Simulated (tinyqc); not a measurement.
# Undoped symmetric double-gate MOSFET, analytic potential model: what changes with what

An undoped body of thickness ts between two equal insulators and tied gates; long channel, electrons only, n = ni exp((psi - V)/Vt) with V the quasi-Fermi potential (0 at the source, Vd at the drain), constant mobility, no quantisation. Across the body psi(x) = V - 2 Vt ln[(ts/(2 beta)) sqrt(q ni/(2 eps0 eps_r Vt)) cos(2 beta x/ts)], x from the centre. Q is the electron charge per area of the whole body.

Inputs (values chosen for the exercise); material values those of a made-up semiconductor: temperature T = 273 K; band gap Eg = 1.2 eV; relative permittivity of the semiconductor eps_r = 9.88; conduction-band density of states at T Nc = 2.98e19 cm^-3; valence-band density of states at T Nv = 2.67e19 cm^-3; relative permittivity of the gate insulator eox = 3.96; insulator thickness tox = 0.9 nm; body thickness ts = 15 nm; gate work function less that of the intrinsic body dphi = 0.19 V; channel mobility mu = 200 cm^2/(V s); gate length L = 0.1 um; drain voltage Vd = 0.5 V.

Constants: q = 1.602176634e-19 C, kB = 1.380649e-23 J/K, Vt = kB T/q, eps0 = 8.8541878128e-14 F/cm where lengths are in cm. Results are converted to the units shown.

Each table varies one quantity; the others keep the values above.

## Output curve

ni = sqrt(Nc Nv) exp(-Eg/(2 Vt)), Eg in volts; r = eps_r tox/(eox ts); V0 = dphi + 2 Vt ln[(2/ts) sqrt(2 eps0 eps_r Vt/(q ni))]. beta (between 0 and pi/2) solves (Vg - V0 - V)/(2 Vt) = ln(beta) - ln(cos beta) + 2 r beta tan(beta). Q = 8 eps0 eps_r Vt beta tan(beta)/ts; I = mu (1/L)(4 eps0 eps_r/ts)(2 Vt)^2 [g(beta_s) - g(beta_d)] per width, g = beta tan(beta) - beta^2/2 + r beta^2 tan^2(beta), with beta_s at V = 0 and beta_d at V = Vd.

In this table Vg = 0.99 V.

Output curve:
```
Vd (V),Qd (nC/cm^2),Qd/Qs,I (uA/um)
0.06,1024,0.7404,144.2
0.11,746.8,0.5400,232.5
0.16,498.4,0.3604,294.5
0.22,253.9,0.1836,338.9
0.27,109.5,0.07918,356.6
0.32,29.62,0.02142,363.0
0.38,3.110,0.002249,364.5
0.43,0.3831,2.770e-4,364.6
0.48,0.04591,3.320e-5,364.6
```

What does the comparison show?

The current rises from 144 to 365 uA/um, while the charge at the drain end falls from 0.74 to 3.3e-5 of that at the source. The current first comes within 1 % of its last value at Vd = 0.32 V among the rows. Over the last rows Qd falls by a factor of e for each Vt of drain voltage: the drain end is in weak inversion. In every row the surface density at the source passes 0.3 Nc, where Boltzmann statistics fail. For Vd = 0.16 to 0.48 V mu V/L, with V the smaller of Vd and Vg - V0, passes 3e6 cm/s, so velocity saturation would lower the current.

## Effect of the body thickness

Q = 8 eps0 eps_r Vt beta tan(beta)/ts; I = mu (1/L)(4 eps0 eps_r/ts)(2 Vt)^2 [g(beta_s) - g(beta_d)] per width, g = beta tan(beta) - beta^2/2 + r beta^2 tan^2(beta), with beta_s at V = 0 and beta_d at V = Vd.  I(low) is taken at Vg = 0.44 V, Qs and I(high) at Vg = 1.19 V.

Results:
```
ts (nm),V0 (V),I(low) (nA/um),Qs(high) (nC/cm^2),I(high) (uA/um)
5,0.7447,0.03676,2694,1153
7,0.7289,0.05146,2696,1162
14,0.6962,0.1029,2698,1172
19,0.6819,0.1397,2698,1175
27,0.6653,0.1985,2698,1177
38,0.6493,0.2793,2698,1178
```

Estimate the missing row, ts = 9.8 nm.

Computed row:
```
ts (nm),V0 (V),I(low) (nA/um),Qs(high) (nC/cm^2),I(high) (uA/um)
9.8,0.7130,0.07205,2697,1168
```

With this row back in the table: As ts goes from 5 to 38 nm, I(low) rises from 0.0368 to 0.279 nA/um and I(high) rises from 1150 to 1180 uA/um. On average I(low) goes as ts^(1.00) and I(high) goes as ts^(0.01). Below threshold the charge is proportional to the cross-section of the body; above it the insulator sets the charge. In every row the surface density at the source at the higher gate voltage passes 0.3 Nc, where Boltzmann statistics fail. In every row mu V/L at the higher gate voltage, with V the smaller of Vd and Vg - V0, passes 3e6 cm/s, so velocity saturation would lower the current. At ts = 38 nm L is under three scale lengths of this cross-section, so short-channel effects, left out here, would raise the subthreshold current. At ts = 5 nm the body is thin enough for quantum confinement, left out here, to raise the threshold.

## Effect of the insulator thickness

Same model as above.

The same in every row: V0 (V) = 0.6930.

Effect of the insulator thickness:
```
tox (nm),I(low) (nA/um),Qs(high) (nC/cm^2),I(high) (uA/um)
0.3,0.1103,7041,2767
0.43,0.1103,5152,2096
0.62,0.1103,3743,1575
0.9,0.1103,2698,1173
1.3,0.1103,1950,873.7
1.9,0.1103,1392,642.2
2.7,0.1103,1017,481.1
```

As tox goes from 0.3 to 2.7 nm, I(low) stays near 0.110 nA/um and I(high) falls from 2770 to 481 uA/um. On average I(low) is independent of tox and I(high) goes as tox^(-0.80). Below threshold no voltage drops over the insulator in this long-channel model, so its thickness does not matter there. In every row the surface density at the source at the higher gate voltage passes 0.3 Nc, where Boltzmann statistics fail. In every row mu V/L at the higher gate voltage, with V the smaller of Vd and Vg - V0, passes 3e6 cm/s, so velocity saturation would lower the current.

tinyqc, about 0.03 s, one thread, Intel Xeon 2.30GHz (shared host): `OMP_NUM_THREADS=1 python tinyqc.py 2440158 2440159 out.jsonl`
